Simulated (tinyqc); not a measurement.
Width of the well: optical transitions of a finite quantum well.

Each carrier sees a square well of width L with its own depth V and masses m (inside), mb (outside); c = hbar^2/2m0, k = sqrt(m E/c), kappa = sqrt(mb (V - E)/c), and level n solves k L + 2 atan[(k/m)/(kappa/mb)] = n pi. The envelope is cos(kz) for odd n and sin(kz) for even n inside, joins exp(-kappa (|z| - L/2)) outside, and is normalised to 1. Excitons and band mixing are left out.

Constants: hbar^2/2m0 = 3.80998211 eV angstrom^2; hc = 1239.841984 eV nm.

Values chosen for the exercise (near those of a GaAs well in AlGaAs; not measured data): Eg = 1.536 eV (gap of the well); Vc = 0.235 eV (conduction offset); Vv = 0.122 eV (valence offset); me = 0.0659 m0 (electron, well); meb = 0.0911 m0 (electron, barrier); mh = 0.356 m0 (heavy hole along z, well); mhb = 0.398 m0 (heavy hole, barrier); ml = 0.0899 m0 (light hole along z, well); mlb = 0.1052 m0 (light hole, barrier); Ls = (28, 44, 52, 71, 84, 121, 146) angstrom (widths).

Edge wavelength hc/(Eg + e1 + hh1), squared e1-hh1 overlap, lh1 - hh1, and the 1-2 intersubband energy with f_12 = (m1/c) E12 z_12^2, 1/m1 = <1|1/m|1> (dash: e2 unbound).

Results:
```
L (angstrom)  edge (nm)  overlap^2  lh1 - hh1 (meV)  E12 (meV)   f_12
28                725.7     0.9389             34.4          -      -
44                752.9     0.9610             29.7          -      -
52                761.9     0.9675             26.6      161.8  0.489
84                782.4     0.9818             16.8      111.2  0.984
121               792.7     0.9890             10.6       67.6  0.974
146               796.4     0.9916              8.2       50.7  0.969
```

Give the missing row, L (angstrom) = 71.

Computed row:
```
L (angstrom)  edge (nm)  overlap^2  lh1 - hh1 (meV)  E12 (meV)   f_12
71                776.2     0.9775             20.2      134.3  0.974
```

The edge tunes from 726 to 796 nm, towards hc/Eg = 807 nm, while the overlap goes from 0.939 to 0.992. e2 binds at L = pi sqrt(c/(me Vc)) = 49.3 angstrom; f_12 starts from zero there and is 0.489 at 52 angstrom, the rest going to the continuum; among the widths listed it peaks at 0.984 (84 angstrom) and is 0.969 in the widest well, against 0.961 for hard walls.

Computed by tinyqc, a small Python program: `OMP_NUM_THREADS=1 python tinyqc.py 1281073 1281074 out.jsonl` (the numbers bound the seed that draws the inputs); one thread of a shared host (Intel(R) Xeon(R) Processor @ 2.30GHz), about 0.1 s for the whole set of steps.
